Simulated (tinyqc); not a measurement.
p-type polysilicon, carrier trapping at grain boundaries: effect of the doping.

One-dimensional grains of size Lg, uniform ionised doping N, monovalent traps Qt at each boundary at a depth Et below (for electrons) or above (for holes) the band edge there, abrupt depletion of width W on each side of a boundary, Boltzmann statistics. xi is the distance from the band edge at the grain centre to the Fermi level. Trapped charge Qt/(1 + exp((xi + VB - Et)/Vt)) = 2 N W, barrier VB = q N W^2/(2 eps0 eps_r).

If the trap equation with xi = Vt ln(NB/N) has a root W < Lg/2, the grain is partly depleted; otherwise W = Lg/2 and the trap equation gives xi = Et - VB + Vt ln(Qt/(N Lg) - 1). N* = Qt/Lg. n0 = NB exp(-xi/Vt); mean density n0 (1 - 2 W/Lg) by charge balance in a partly depleted grain, and n0 (sqrt(pi)/2) erf(u)/u with u = sqrt(VB/Vt) in a fully depleted one; v = sqrt(kB T/(2 pi ms m0)); barrier resistivity Vt exp(VB/Vt)/(q fe n0 v Lg); grain resistivity (1 - 2 W/Lg)/(q n0 mug); effective mobility 1/(q mean density total resistivity). Rows with xi above 0.45 V, towards mid-gap, are left out, since the other carrier type is ignored.

Values chosen for this exercise; values of the order met in polycrystalline silicon:
- T = 400 K (temperature)
- eps_r = 11.7 (relative permittivity)
- NB = 4.08e19 cm^-3 (valence-band density of states at T)
- Lg = 69 nm (grain size)
- Qt = 3.1e12 cm^-2 (trap density of a grain boundary)
- Et = 0.4 eV (depth of the trap level from the majority band edge at the boundary)
- ms = 0.42 m0 (mass for thermionic emission)
- fe = 0.5 (correction factor of the emission rate)
- mug = 170 cm^2/(V s) (mobility inside the grains)

Constants: q = 1.602176634e-19 C, kB = 1.380649e-23 J/K, m0 = 9.1093837015e-31 kg, Vt = kB T/q, eps0 = 8.8541878128e-14 F/cm where lengths are in cm. Results are converted to the units shown.

Effect of the doping:
columns A: N (cm^-3); B: N/N*; C: depleted share 2 W/Lg; D: VB (V); E: xi (V); F: mean density (cm^-3); G: resistivity (ohm cm); H: effective mobility (cm^2/(V s))
```
A            B        C        D        E         F         G      H
4.5e16  0.1002    1.000  0.04142   0.4343  9.792e13     314.0  203.0
9.1e16  0.2025    1.000  0.08376   0.3635  5.938e14     137.6  76.39
1.8e17  0.4006    1.000   0.1657   0.2482  1.228e16     52.28  9.723
3.7e17  0.8235   0.7959   0.2157   0.1621  7.552e16     18.39  4.494
7.4e17   1.647   0.5332   0.1937   0.1382  3.454e17     4.866  3.713
1.5e18   3.339   0.2970   0.1218   0.1139  1.055e18    0.3141  18.85
3e18     6.677   0.1496  0.06184  0.08997  2.551e18   0.03648  67.06
6.1e18   13.58  0.07364  0.03045  0.06551  5.651e18   0.01073  102.9
1.2e19   26.71  0.03744  0.01548  0.04218  1.155e19  0.004644  116.4
```

What does the table show?

As N goes from 4.5e16 to 1.2e19, VB goes from 0.0414 through a maximum of 0.216 (at N = 3.7e17 among the rows listed) to 0.0155 V, the resistivity falls from 314 to 0.00464 ohm cm and the effective mobility goes from 203 through a minimum of 3.71 (at N = 7.4e17 among the rows listed) to 116 cm^2/(V s). The steepest fall of the resistivity among the rows, as N^(-3.9), lies between N = 7.4e17 and 1.5e18 cm^-3; N* = 4.49e17 cm^-3. While the grain is fully depleted VB grows as N; once the traps are full it falls as 1/N. For N = 6.1e18, 1.2e19 xi is under 2.5 Vt, where Boltzmann statistics begin to fail. For N = 6.1e18, 1.2e19 VB is below Vt, where abrupt depletion and thermionic emission are rough. For N = 1.8e17, 3.7e17 the grain is near the changeover between partial and full depletion, within a few Debye lengths, where both limits are rough. For N = 4.5e16 the effective mobility exceeds mug, since drift through the depleted part of the grain is left out.

Computed by the program tinyqc: `OMP_NUM_THREADS=1 python tinyqc.py 2830092 2830093 out.jsonl`, one thread of a shared Intel Xeon 2.30GHz, about 0.01 s for the whole run.
